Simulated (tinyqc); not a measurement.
## Permittivity and interface capacitance from two thicknesses

Question. 1/C = t/(eps0 ek) + 2/ci for planar capacitors that differ only in thickness. Find ek, ci and the EOT of the interfaces, 2 x 3.9 eps0/ci.

Constants: eps0 = 8.8541878128e-14 F/cm where lengths are in cm. Results are converted to the units shown.

C at t = 7.8 and 23 nm (uF/cm^2): 0.85991461  0.29301084

Answer. 1/C is a straight line in t: the slope gives ek and the intercept 2/ci. A single thickness would give only the effective permittivity; when the interfaces are a small part of 1/C, ci needs very accurate data.

ek = 7.63
ci = 240 uF/cm^2
EOT of the interfaces = 0.0288 nm

tinyqc, about 0.01 s, one thread, Intel Xeon 2.30GHz (shared host): `OMP_NUM_THREADS=1 python tinyqc.py 2102107 2102108 out.jsonl`
